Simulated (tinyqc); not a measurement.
Off-state leakage of single and stacked transistors: one step of the calculation.

n-channel devices of unit width. Subthreshold current I(Vg, Vs, Vd) = I0 (T/300 K)^0.5 exp[(Vg - Vs - VT(T) - gb (Vs - Vb) + dd (Vd - Vs))/(nf Vt)] (1 - exp(-(Vd - Vs)/Vt)), VT(T) = VT - cT (T - 300 K). Gate-edge tunnelling Ig (Vd/1 V) exp(ag (Vd - 1 V)), for a gate at 0 V, and band-to-band leakage Ab u exp(-Bb/u), u = Vd - Vb + 1 V, flow at a drain held at V; both are taken as independent of T. In a stack of off transistors (all gates at 0 V) the same subthreshold current passes through each.

Problem. Leakage of one transistor. Vg = Vs = 0, Vd = V; effective threshold VT(T) - gb Vb - dd V.

Parameters, values chosen for the exercise; values of the order met in bulk silicon logic transistors:
```
symbol,value,unit,meaning
T,358,K,temperature
V,1.1,V,supply voltage
VT,0.34,V,"threshold at 300 K, zero drain and body bias"
cT,0.7,mV/K,fall of the threshold with temperature
I0,0.65,uA/um,current at threshold at 300 K
nf,1.28,,slope factor
dd,0.06,,drain-induced lowering per volt
gb,0.18,,rise of the threshold per volt of source-body bias
Ig,0.0003,uA/um,gate-edge tunnelling current at 1 V
ag,3.9,1/V,exponential slope of the gate current
Ab,300,uA/(um V),prefactor of band-to-band leakage at the drain
Bb,27,V,its exponential voltage
Vb,0,V,body voltage
```

Constants: q = 1.602176634e-19 C, kB = 1.380649e-23 J/K, Vt = kB T/q. Results are converted to the units shown.

Give: effective threshold; parts; total; shares.

Solution.

effective threshold = 0.23340 V
parts (nA/um): subthreshold 1.9246, gate edge 0.48740, band-to-band 1.6427
total = 4.0547 nA/um
shares (%): subthreshold 47.466, gate edge 12.021, band-to-band 40.514

The subthreshold part is the largest.

Computed by the program tinyqc: `OMP_NUM_THREADS=1 python tinyqc.py 2242079 2242080 out.jsonl`, one thread of a shared Intel Xeon 2.30GHz, about 0.03 s for the whole run.
